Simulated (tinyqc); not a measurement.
Nucleation and growth against temperature: classical nucleation, growth and JMAK kinetics of crystallisation from a melt or glass. Computed by tinyqc, a small Python program. Command: `OMP_NUM_THREADS=1 python tinyqc.py 3017688 3017689 out.jsonl nucl walk`. One thread of a shared host (Intel(R) Xeon(R) Processor @ 2.30GHz), about 0.01 s of CPU time with the checks.

A spherical nucleus cap on a flat wall with a sharp interface of isotropic energy gamma; lambda = Omega^(1/3) is the jump distance.

Inputs (values chosen for the exercise, for a model substance): melting point T_m = 1570 K; heat of melting per volume H = 4780 J/cm^3; interface energy gamma = 0.426 J/m^2; atomic volume Omega = 15.6 angstrom^3; diffusion prefactor D0 = 3.7e-05 m^2/s; activation energy Q = 2.64 eV; contact angle theta = 85 degrees; wall area per volume S_v = 1.6e+06 1/m.

Nucleation: on a flat wall. Driving force: Thompson-Spaepen.

Constants: k_B = 1.380649e-23 J/K; k_B = 8.617333262e-05 eV/K.

Method:
- Driving force per volume: dG = H [(T_m - T)/T_m] [2 T/(T_m + T)].
- Shape factor f = (2 + cos theta)(1 - cos theta)^2/4.
- W(r) = f [4 pi r^2 gamma - (4/3) pi r^3 dG]; r* = 2 gamma/dG; W* = f 16 pi gamma^3/(3 dG^2); n* = f (4/3) pi r*^3/Omega.
- D = D0 exp(-Q/(k_B T)); attachment rate k+ = (A*/lambda^2) D/lambda^2 with A* = 2 pi r*^2 (1 - cos theta); Zeldovich factor Z = sqrt(W*/(3 pi k_B T))/n*; sites per volume N = S_v/lambda^2; I = N Z k+ exp(-W*/(k_B T)); lag time = 1/(4 pi Z^2 k+).
- Growth (Wilson-Frenkel): u = (D/lambda) [1 - exp(-dG Omega/(k_B T))].
- JMAK with steady nucleation and growth, nuclei spread at random: extended fraction X_e = (pi/3) I u^3 t^4, X = 1 - exp(-X_e); t_X = [-3 ln(1 - X)/(pi I u^3)]^(1/4); final grains per volume = Gamma(5/4) (3/pi)^(1/4) (I/u)^(3/4), Gamma(5/4) = 0.9064024771.
- Grain size = (grains per volume)^(-1/3). Rows are kept where W*/(k_B T) < 70.

Rates:
```
T (K)  W*/(k_B T)  I (1/(m^3 s))     u (m/s)   t_0.5 (s)  grain size (micrometre)
785        20.469     4.7751e+14  1.4970e-12  1.4257e+05               2.4545e-01
864        20.275     1.9602e+16  5.1018e-11  3.9933e+03               2.3429e-01
942        21.059     1.6149e+17  9.1324e-10  2.7084e+02               2.8445e-01
1020       22.990     2.7054e+17  1.0274e-08  3.8757e+01               4.5790e-01
1099       26.615     6.0166e+16  8.1470e-08  1.1943e+01               1.1189e+00
1178       33.074     5.9014e+14  4.6985e-07  1.0198e+01               5.5099e+00
1256       44.976     1.9479e+10  2.0193e-06  4.5071e+01               1.0467e+02
```

What does the comparison show, and why?

Among these rows I peaks at 1020 K, u at 1256 K and the change is fastest at 1178 K, between the two. Growth has no barrier W*, so it peaks nearer T_m than nucleation. The grain size goes as (u/I)^(1/4), from 0.25 micrometre at the lowest T to 100 at the highest. Caution: in the coldest rows the nucleus has under 20 atoms or the barrier is under 10 k_B T, where the capillary model and steady rates are only a guide.

Extremes, crossings and ranges named in words are read from the listed rows.
